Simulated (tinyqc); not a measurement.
Tunnelling through a gate dielectric, WKB transmission and Tsu-Esaki current: one step of the calculation.

Electrons leave the emitter at x = 0. Energies E (motion across the layers) are in eV from the emitter Fermi level; the collector Fermi level lies at -V and offers states at every E. No charge in the dielectric and no image force: F1 = V/t1, U = phi1 - F1 x. With C = hbar^2/(2 m0), kappa = sqrt(m (U - E)/C) where U > E and 0 elsewhere; T(E) = exp(-S), S = 2 times the integral of kappa over x.

Question. Current density on a coarse energy grid. Each layer adds (2/F) sqrt(m/C) [G(u at its left edge) - G(u at its right edge)] to S, with u = U - E (0 where negative) and G(u) = (2/3) u^1.5. The slope follows from 1/d = -dS/dE.

J = J0 times the integral of T(E) N(E) dE, N = ln[(1 + exp(-E/Vt))/(1 + exp((-E - V)/Vt))], J0 = q^2 me m0 kB T/(2 pi^2 hbar^3) (times 1e-4 for A/cm^2 per eV), by Simpson's rule on nE equally spaced points from Ea to Eb.

Parameters, values chosen for the exercise; dielectric values close to those of silicon nitride:

| symbol | value | unit | meaning |
|---|---|---|---|
| T | 77 | K | temperature |
| Ef | 2.9 | eV | Fermi energy of the emitter above its band bottom |
| me | 0.51 | m0 | emitter mass in the supply function |
| phi1 | 2.09 | eV | barrier of layer 1 above the emitter Fermi level at zero bias |
| m1 | 0.48 | m0 | tunnelling mass of layer 1 |
| t1 | 7.5 | nm | thickness of layer 1 |
| V | 4.1 | V | voltage across the dielectric |
| Ea | -0.37 | eV | lower end of the energy grid |
| Eb | 0.068 | eV | upper end of the energy grid |
| nE | 11 |  | points of the energy grid |

Constants: q = 1.602176634e-19 C, kB = 1.380649e-23 J/K, hbar = 1.054571817e-34 J s, m0 = 9.1093837015e-31 kg, Vt = kB T/q, hbar^2/(2 m0) = 0.0380998212 eV nm^2. Results are converted to the units shown.

Find: E; T(E); N; T(E) N; J0; J.

Answer.

```
point   E (eV)       T(E)         N     T(E) N
0      -0.3700  3.115e-15     55.76  1.737e-13
1      -0.3262  7.572e-15     49.16  3.722e-13
2      -0.2824  1.826e-14     42.56  7.770e-13
3      -0.2386  4.367e-14     35.96  1.570e-12
4      -0.1948  1.036e-13     29.36  3.041e-12
5      -0.1510  2.437e-13     22.76  5.546e-12
6      -0.1072  5.687e-13     16.16  9.187e-12
7      -0.0634  1.316e-12     9.555  1.257e-11
8      -0.0196  3.019e-12     3.005  9.070e-12
9       0.0242  6.866e-12   0.02573  1.767e-13
10      0.0680  1.548e-11  3.542e-5  5.485e-16
```

J0 = 5.476e7 A/(cm^2 eV)
J = 1.002e-4 A/cm^2

The integrand peaks at E = -0.0634 eV among these points.

Computed by the program tinyqc: `OMP_NUM_THREADS=1 python tinyqc.py 2540137 2540138 out.jsonl`, one thread of a shared Intel Xeon 2.30GHz, about 0.05 s for the whole run.
